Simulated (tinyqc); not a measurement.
# Trap and transport parameters from the curve

Inverse problem. A layer shows an ohmic current q n0 mu V/L, then a square law (9/8) th eps0 eps_r mu V^2/L^3 above Vx = 8 q n0 L^2/(9 th eps0 eps_r), and trap filling at V_TFL = q Nt L^2/(2 eps0 eps_r). th = y/(1 + y), y = (Nc/Nt) exp(-Et/kB T). The square-law current at V is given. Find th, n0, Nt and Et.

Values chosen for this exercise: temperature T = 300 K; relative permittivity eps_r = 18.3; mobility mu = 3.8 cm^2/(V s); thickness L = 270 nm; band density of states Nc = 5.8e20 cm^-3; voltage V = 4.5 V.

Constants: q = 1.602176634e-19 C, kB = 1.380649e-23 J/K, Vt = kB T/q, eps0 = 8.8541878128e-14 F/cm where lengths are in cm. Results are converted to the units shown.

Mott-Gurney J = 0.25413447 A/cm^2
Vx = 0.12757043 V
V_TFL = 23.787678 V

Answer. The square law gives th, Vx gives n0, V_TFL gives Nt, and th with Nt gives Et.

th = 3.57e-5
n0 = 7.10e10 cm^-3
Nt = 6.60e17 cm^-3
Et = 0.440 eV

Program tinyqc, `OMP_NUM_THREADS=1 python tinyqc.py 2370144 2370145 out.jsonl`; Intel Xeon 2.30GHz, shared host, one thread, about 0.01 s.
